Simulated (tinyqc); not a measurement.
Worked calculation: deep level with several charge states, and Shockley-Read-Hall recombination. Values are carried at full precision from step to step, so a last printed digit may differ when a step is redone from the rounded ones.

Energies from Ev. The defect has charge states +1, 0, -1 with weights 1, gm exp((EF - E1)/kT), exp((2 EF - E1 - E2)/kT); the shares are the weights over their sum. Boltzmann carriers: n = Nc exp((EF - Eg)/kT), p = Nv exp(-EF/kT). Neutrality: p - n + Nd + Nt <q> = 0.

Constants: kB = 8.617333262e-05 eV/K.

Inputs chosen for the exercise (gap and densities of states near those of SiC at this temperature; the results hold for these values, not for the real material):
- Eg = 3.23 eV (gap)
- Nc = 1.37e+19 1/cm^3 (conduction-band density of states)
- Nv = 2.48e+19 1/cm^3 (valence-band density of states)
- T = 250 K
- E1 = 0.789 eV (level (+1/0) above Ev)
- E2 = 2.716 eV (level (0/-1) above Ev)
- gm = 2 (degeneracy of the middle state, the others 1)
- Nt = 1.2e+14 1/cm^3 (defects)
- Nd = -1.9e+15 1/cm^3 (ionised shallow donors minus acceptors)
- E_try = 2.449 eV (trial Fermi level)
- Et = 2.716 eV (recombination level above Ev)
- sn = 8.8e-16 cm^2 (electron capture cross-section)
- sp_ = 3.2e-15 cm^2 (hole capture cross-section)
- vth = 25000000 cm/s (thermal velocity, both carriers)
- Nm = 1.2e+15 1/cm^3 (equilibrium holes for the lifetime steps)
- dn = 5.9e+16 1/cm^3 (excess pairs)

## Charge states at a trial Fermi level

Form the exponents, the shares, the mean charge and the residual of neutrality at EF = E_try.

exponents of the second and third weights: 77.054  64.660

shares: +1 0.0000, 0 1.0000, -1 0.0000

<q> = 0.0000

n, p (1/cm^3): 2.47e+03  1.06e-30

residual = -1.90e+15 1/cm^3

The residual is negative, so EF must fall.

## The neutral state

Solve for EF.

EF = 0.2056 eV

shares at EF: +1 1.000, 0 0.000, -1 0.000

n = 1.47e-42 1/cm^3
p = 1.78e+15 1/cm^3

Without the defects the majority density would be 1.90e+15 1/cm^3; with them the density of these carriers is 1.78e+15, so they compensate part of the doping. Most defects are in the state +1.

## Recombination through one level

One level at Et with degeneracy 1: tn = 1/(sn vth Nt), tp = 1/(sp_ vth Nt), n1 = Nc exp((Et - Eg)/kT), p1 = Nv exp(-Et/kT), ni^2 = n1 p1. Equilibrium p0 = Nm, n0 = ni^2/Nm; n = n0 + dn, p = p0 + dn. U = (n p - ni^2)/(tp (n + n1) + tn (p + p1)), lifetime dn/U; emission rates en = sn vth n1, ep = sp_ vth p1.

Evaluate each quantity.

tn, tp (microsecond): 0.3788  0.1042

n1, p1 (1/cm^3): 5.96e+08  4.39e-36

U = 1.23e+23 1/(cm^3 s)
lifetime = 0.481 microsecond

The lifetime is 1.270 times the minority capture time tn and 0.996 times tn + tp, the limit of high injection.

## Emission and generation in a depleted region

With n = p = 0 the level generates pairs at G = Nt en ep/(en + ep); generation lifetime tg = ni/G; current density e G W for a width W = 1 micrometre, e = 1.602176634e-19 C.

en, ep (1/s): 13.1  3.51e-43

G = 4.21e-29 1/(cm^3 s)
tg = 1.21e+21 microsecond
current density = 6.75e-52 A/cm^2

The slower step, hole emission, limits the rate: en/ep = 3.73e+43.

## Checks

- U against hole capture minus emission at the steady occupation of the level (1/(cm^3 s)): both 1.227e+23.

(tinyqc, `OMP_NUM_THREADS=1 python tinyqc.py 1650497 1650498 out.jsonl`, Intel(R) Xeon(R) Processor @ 2.30GHz, 1 thread, shared host, about 0.01 s.)
